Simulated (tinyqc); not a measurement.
Vibrations of a mass or spring defect in a linear chain: one step, computed by the program tinyqc. Command: `OMP_NUM_THREADS=1 python tinyqc.py 3005801 3005802 out.jsonl localmode walk`. One thread of a shared host (Intel(R) Xeon(R) Processor @ 2.30GHz), about 0.01 s of CPU time with the checks.

A ring of N atoms with nearest-neighbour springs k and motion along the chain. Atom 1 is the defect, of mass M', and its two springs are k'. Odd sites are A (the defect replaces an A atom), even sites B.

Task: Dynamical matrix of the ring. D_ii = (sum of the two springs at i)/M_i, D_ij = -k_ij/sqrt(M_i M_j) for neighbours, closed into a ring.

Inputs (values chosen for the exercise, for a model chain): spring constant k = 3.69 eV/angstrom^2; mass M_A = 19.5 u; mass M_B = 8.19 u; defect mass M' = 9.37 u; spring ratio k'/k at the defect = 1.5; atoms in the ring N = 10.

Host: diatomic.

Give: D.

Result:

D (eV/(angstrom^2 u)):
```
[[1.181, -0.632, 0.000, 0.000, 0.000, 0.000, 0.000, 0.000, 0.000, -0.632],
 [-0.632, 1.126, -0.292, 0.000, 0.000, 0.000, 0.000, 0.000, 0.000, 0.000],
 [0.000, -0.292, 0.378, -0.292, 0.000, 0.000, 0.000, 0.000, 0.000, 0.000],
 [0.000, 0.000, -0.292, 0.901, -0.292, 0.000, 0.000, 0.000, 0.000, 0.000],
 [0.000, 0.000, 0.000, -0.292, 0.378, -0.292, 0.000, 0.000, 0.000, 0.000],
 [0.000, 0.000, 0.000, 0.000, -0.292, 0.901, -0.292, 0.000, 0.000, 0.000],
 [0.000, 0.000, 0.000, 0.000, 0.000, -0.292, 0.378, -0.292, 0.000, 0.000],
 [0.000, 0.000, 0.000, 0.000, 0.000, 0.000, -0.292, 0.901, -0.292, 0.000],
 [0.000, 0.000, 0.000, 0.000, 0.000, 0.000, 0.000, -0.292, 0.378, -0.292],
 [-0.632, 0.000, 0.000, 0.000, 0.000, 0.000, 0.000, 0.000, -0.292, 1.126]]
```
